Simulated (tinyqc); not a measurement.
Inside a calculation. Model: Raman shift of the zone-centre optical phonon of a diamond-structure crystal under stress. Computed by tinyqc, a small Python program that keeps every step. Command: `OMP_NUM_THREADS=1 python tinyqc.py 3012878 3012879 out.jsonl ramanstress walk`. One thread of a shared host (Intel(R) Xeon(R) Processor @ 2.30GHz), about 0.01 s of CPU time with the checks. Intermediate numbers are printed to about 5 digits and carried at full precision; extremes and crossings named in words are read from the listed rows.

Axes x, y, z are the cube axes. Strain shifts the threefold optical mode and can split it; p, q and r are the phonon deformation potentials.

Inputs (values chosen for the exercise, modelled on germanium):

| quantity | value | unit |
|---|---|---|
| unstrained frequency omega_0 | 300.3 | 1/cm |
| p/omega_0^2 | -1.44 | - |
| q/omega_0^2 | -1.96 | - |
| r/omega_0^2 | -1.08 | - |
| C11 | 126.8 | GPa |
| C12 | 48.44 | GPa |
| C44 | 66.29 | GPa |
| stress sigma (tension positive) | -0.086 | GPa |
| polarisation angle phi | 45 | degree |
| temperature coefficient d omega/dT | -0.015 | 1/(cm K) |
| local temperature T | 400 | K |
| laser wavelength | 457.9 | nm |

Stress state: biaxial. Axis: [001].

Constants: h = 6.62607015e-34 J s; c = 299792458 m/s; k_B = 1.380649e-23 J/K.

## Compliances

S11 = (C11 + C12)/D, S12 = -C12/D, D = (C11 - C12)(C11 + 2 C12), S44 = 1/C44.

S11 = 9.9980 1/TPa

S12 = -2.7636 1/TPa

S44 = 15.085 1/TPa

## Stress and strain tensors

Equal biaxial stress in the plane normal to the axis (unit vector n): sigma_ij = sigma (delta_ij - n_i n_j). eps_xx = S11 sigma_xx + S12 (sigma_yy + sigma_zz), and cyclic; eps_xy = S44 sigma_xy/2 (tensor strain).

stress (GPa):
```
        x       y      z
x  -0.086   0.000  0.000
y   0.000  -0.086  0.000
z   0.000   0.000  0.000
```

strain (per mille):
```
          x         y        z
x  -0.62215   0.00000  0.00000
y   0.00000  -0.62215  0.00000
z   0.00000   0.00000  0.47535
```

volume strain = -0.76896 per mille

## Secular matrix and shifts

Secular matrix: M_xx = p eps_xx + q (eps_yy + eps_zz), M_xy = 2 r eps_xy; its eigenvalues are omega^2 - omega_0^2, and the shifts are these over 2 omega_0.

M/(2 omega_0) (1/cm):
```
         x        y        z
x  0.17772  0.00000  0.00000
y  0.00000  0.17772  0.00000
z  0.00000  0.00000  0.26341
```

shifts, in rising order (1/cm): 0.17772  0.17772  0.26341

The triplet splits into a singlet and a doublet. Compression hardens every mode.

## Mean shift and Grueneisen parameter

gamma = -(p + 2q)/(6 omega_0^2); the mean of the three shifts is -gamma omega_0 x (volume strain).

mode Grueneisen parameter gamma = 0.89333

mean shift = 0.20629 1/cm

## The line seen from a (001) surface

Backscattering from a (001) surface: incident polarisation (cos phi, sin phi, 0). With Raman tensors (R_z)_xy = (R_z)_yx = 1 and cyclic, only the z component u_z of a mode counts: I = u_z^2 sin^2(2 phi) for parallel and u_z^2 cos^2(2 phi) for crossed polarisers. An unresolved line sits at the intensity-weighted shift, which is M_zz/(2 omega_0).

total intensity, parallel = 1

total intensity, crossed = 0

shift of the observed line = 0.26341 1/cm

shift per stress = -3.0629 1/(cm GPa)

stress per shift = -326.48 MPa cm

The z-polarised mode is an eigenmode here, so one line is seen.

## The same stress in different states

Uniaxial: sigma n n^T; biaxial: sigma (1 - n n^T); hydrostatic: sigma 1. The line seen from (001) is taken as unresolved, at the intensity-weighted shift M_zz/(2 omega_0).

Shifts (1/cm):

| state | lowest | middle | highest | line seen from (001) |
|---|---|---|---|---|
| uniaxial [100] | 0.04602 | 0.13171 | 0.13171 | 0.13171 |
| uniaxial [110] | -0.01633 | 0.13171 | 0.19405 | 0.13171 |
| uniaxial [001] | 0.04602 | 0.13171 | 0.13171 | 0.04602 |
| uniaxial [111] | 0.03302 | 0.03302 | 0.24339 | 0.10314 |
| biaxial, normal [001] | 0.17772 | 0.17772 | 0.26341 | 0.26341 |
| biaxial, normal [111] | 0.06603 | 0.27641 | 0.27641 | 0.20629 |
| hydrostatic | 0.30943 | 0.30943 | 0.30943 | 0.30943 |

Seen from (001), uniaxial stress along [100] and along [110] give the same shift (0.132), and equal biaxial stress in the plane gives twice as much (0.263), since only sigma_xx + sigma_yy and sigma_zz enter M_zz. Stress along [001] gives 0.046. One measured shift therefore fixes the stress only once its state is assumed: read as uniaxial in the plane, a shift implies twice the stress that it does read as biaxial.

## Heating mistaken for stress

A temperature above 300 K shifts the line by (d omega/dT)(T - 300 K); divided by the shift per stress it poses as a stress; the total shift adds it to the shift of the observed line. The anti-Stokes to Stokes ratio is [(omega_L + omega_0)/(omega_L - omega_0)]^3 exp(-h c omega_0/(k_B T)) in photon counts, omega_L = 1/wavelength, resonance effects left out.

thermal shift = -1.5 1/cm

apparent stress from heating = 0.48972 GPa

total shift = -1.2366 1/cm

anti-Stokes/Stokes ratio = 0.36874

Heating poses as tension, 569 % of the true stress in size; the intensity ratio gives T apart from the shift.

Checks made by the program: mean of the eigenvalues against the trace rule (relative difference below 1e-10); weighted mean of the modes against M_zz (relative difference below 1e-10).
